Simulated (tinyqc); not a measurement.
Plane-wave Kohn-Sham cycle with exchange-only LDA in a layered model solid, step by step. Computed by tinyqc, a small Python program that keeps every step. Settings: points = 16, plane-wave index or count = 3, electrons = 2, k points = 2, area = 40.0, mixing = 0.5, iteration cap = 72, Kerker q0 = 1.41. Command: `OMP_NUM_THREADS=1 python tinyqc.py 26675 26676 out.jsonl` (the two numbers bound the seeds that draw the settings). One thread of a shared host (Intel(R) Xeon(R) Processor @ 2.60GHz), about 0.02 s of CPU time with the checks.

A solid whose potential varies along x alone (atomic units):
```
parameter                      value
period a                    5.900000
cross-section of the cell  40.000000
electrons per cell                 2
grid points                       16
plane waves -n..n, n               3
k points                           2
V1 in V1 cos(2 pi x/a)     -0.250000
```

Stop when sqrt(dV sum R^2) is below 1e-8, dV = a A/N.

Course of the cycle:
```
iteration  E (hartree)  norm of the residual
1            -0.357101              8.35e-02
2            -0.353660              6.73e-02
3            -0.351288              5.42e-02
4            -0.349765              4.37e-02
5            -0.348828              3.52e-02
6            -0.348266              2.84e-02
7            -0.347937              2.30e-02
8            -0.347748              1.86e-02
9            -0.347642              1.50e-02
10           -0.347582              1.22e-02
11           -0.347550              9.86e-03
...                ...                   ...
62           -0.347515              2.71e-07
63           -0.347515              2.20e-07
64           -0.347515              1.79e-07
65           -0.347515              1.46e-07
66           -0.347515              1.19e-07
67           -0.347515              9.69e-08
68           -0.347515              7.89e-08
69           -0.347515              6.42e-08
70           -0.347515              5.23e-08
71           -0.347515              4.26e-08
72           -0.347515              3.47e-08
```

Can the last value be used, and what does the course show?

Not by the stop rule, although the second column moves by less than 1e-07 over the last three steps. Not converged within 72 iterations: the residual falls steadily but slowly, by a factor of about 0.81 a step. Reruns (cap 100 unless said): mixing 0.1: not converged; mixing 0.5, Kerker q0 1.0: converged in 51 (E = -0.34751); mixing 0.3, Pulay depth 5: converged in 9 (E = -0.34751); the original settings with a cap of 400: converged in 79 (E = -0.34751).
